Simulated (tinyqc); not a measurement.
Worked calculation: thermal stress and diffusional relaxation in a metal film: Coble and Nabarro-Herring creep, cooling and holds. Computed by tinyqc, a small Python program that keeps every step. Command: `OMP_NUM_THREADS=1 python tinyqc.py 3008384 3008385 out.jsonl creep walk`. One thread of a shared host (Intel(R) Xeon(R) Processor @ 2.30GHz), about 0.04 s of CPU time with the checks. Intermediate numbers are printed to about 7 digits and carried at full precision; extremes and crossings named in words are read from the listed rows.

A thin film on a rigid substrate is stress-free at T0. Tension is positive and the film creeps linearly: d sigma/dt = -M (mismatch) dT/dt - sigma/tau.

Inputs (values chosen for the exercise, modelled on aluminium films on silicon): biaxial modulus M = 106 GPa; expansion mismatch = 20.6 1e-6/K; atomic volume Omega = 16.6 angstrom^3; lattice prefactor D0 = 0.00017 m^2/s; lattice energy E = 1.49 eV; boundary prefactor (delta D_b)0 = 5.4e-14 m^3/s; boundary energy E_b = 0.852 eV; grain size d = 1 um; stress-free temperature T0 = 400 C; hold temperature T = 160 C; hold time t = 0.01 h; cooling rate = 100 C/min; yield stress = 380 MPa.

Constants: k_B = 1.380649e-23 J/K; k_B = 8.617333262e-05 eV/K.

## Elastic stress after a quench

Thermoelastic slope = M x mismatch; sigma_0 = slope x (T0 - T).

thermoelastic slope = 2.1836 MPa/K

stress after a quench sigma_0 = 524.064 MPa

Caution: the elastic stress exceeds the yield stress, so dislocation glide would cap it first.

## Creep at the hold temperature

Creep rate per stress: Nabarro-Herring 14 D Omega/(k_B T d^2), Coble (14 pi) delta D_b Omega/(k_B T d^3), with D = D0 exp(-E/(k_B T)), delta D_b = (delta D_b)0 exp(-E_b/(k_B T)); 1/tau = M x (sum of both)/2 (biaxial strain rate is half the uniaxial one). Temperatures in kelvin are T(C) + 273.15. sigma(t) = sigma_0 exp(-t/tau), relaxed part sigma_0 - sigma(t); the grain size where both mechanisms are equal is pi delta D_b/D.

Nabarro-Herring rate = 3.044706e-17 1/(Pa s)

Coble rate = 8.051649e-13 1/(Pa s)

relaxation time tau = 0.006509091 h

stress after the hold = 112.7644 MPa

stress relaxed during the hold = 411.2996 MPa

crossover grain size = 26444.75 um

Coble creep is 26000 times as fast as Nabarro-Herring creep at this grain size. The crossover size is formal, far above any film grain. Caution: bulk creep laws overstate relaxation in a bonded film, where the substrate constrains boundary diffusion, and dislocation glide is left out.

## Stress after cooling to room temperature

Cooling from T0 at the constant rate: d sigma/dT = -slope + sigma/(tau(T) x rate), integrated to 25 C (stiff solver, tolerance 1e-9). Effective stress-free temperature T_eff = 25 C + sigma/slope.

stress at 25 C = 304.8622 MPa

effective stress-free temperature = 164.6145 C

Creep during cooling removes 62.8 % of the elastic value. Caution: bulk creep laws overstate relaxation in a bonded film, and dislocation glide would cap stresses above the yield stress.

## Where a fixed hold relaxes most

For each hold temperature: sigma_0 = slope (T0 - T), relaxed stress sigma_0 (1 - exp(-t/tau)), initial rate sigma_0/tau. In confined lines the relaxed part appears as void volume.

Holds:
```
T (C)  sigma_0 (MPa)       tau (h)  relaxed (MPa)  initial rate (MPa/h)
25           818.850  1.380197e+02   5.932635e-02          5.932850e+00
65           731.506  3.097553e+00   2.357753e+00          2.361561e+02
105          644.162  1.571745e-01   3.970733e+01          4.098388e+03
145          556.818  1.425049e-02   2.807883e+02          3.907359e+04
185          469.474  1.981205e-03   4.664572e+02          2.369638e+05
225          382.130  3.807215e-04   3.821300e+02          1.003700e+06
265          294.786  9.400546e-05   2.947860e+02          3.135839e+06
305          207.442  2.828281e-05   2.074420e+02          7.334561e+06
345          120.098  9.964364e-06   1.200980e+02          1.205275e+07
385           32.754  3.986617e-06   3.275400e+01          8.215989e+06
```

The relaxed stress peaks at 185 C among these rows: colder holds have more stress but slower diffusion, hotter ones faster diffusion but less stress. The initial rate peaks about k_B T^2/E_b = 46 K below T0 when boundaries dominate; its largest row is 345 C. Caution: dislocation glide would cap stresses above the yield stress; capping layers can block the surface and boundary paths, and threshold stresses are ignored.

Checks made by the program: cooling integral by quadrature (relative difference 3e-09).
